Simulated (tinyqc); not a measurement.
## Reflectance at normal incidence against thickness

Normal incidence on air, film (n1) and substrate (N2 = n2 - i k2): r01 = (1 - n1)/(1 + n1), r12 = (n1 - N2)/(n1 + N2), amplitude (r01 + r12 X)/(1 + r01 r12 X), X = exp(-4 pi i n1 d/lam), R its squared modulus, phase from 0 to 360 degrees.

Parameters, values chosen for the exercise: wavelength lam = 632.8 nm; index of the transparent film n1 = 2.067; index of the substrate n2 = 3.882; extinction coefficient of the substrate k2 = 0.019.

Results:

| d (nm) | R (%) | phase of the reflected amplitude (degrees) |
|---|---|---|
| 0 | 34.850 | 179.85 |
| 19 | 31.347 | 163.01 |
| 38 | 21.235 | 144.90 |
| 75 | 0.27036 | 158.92 |
| 94 | 6.4652 | 235.07 |
| 112 | 19.352 | 217.82 |
| 131 | 30.286 | 199.48 |
| 150 | 34.771 | 182.53 |

Estimate the missing row, d = 56 nm.

Computed row:

| d (nm) | R (%) | phase of the reflected amplitude (degrees) |
|---|---|---|
| 56 | 8.2569 | 127.18 |

With this row back in the table: R goes from 34.9 through a minimum of 0.270 (at d = 75 nm among the rows listed) to 34.8 %. At a quarter wave, d = 76.5 nm, R = 0.230 %; for a transparent substrate it would vanish for n1 = sqrt(n2) = 1.97.

Computed by the program tinyqc: `OMP_NUM_THREADS=1 python tinyqc.py 2870114 2870115 out.jsonl`, one thread of a shared Intel Xeon 2.30GHz, about 0.01 s for the whole run.
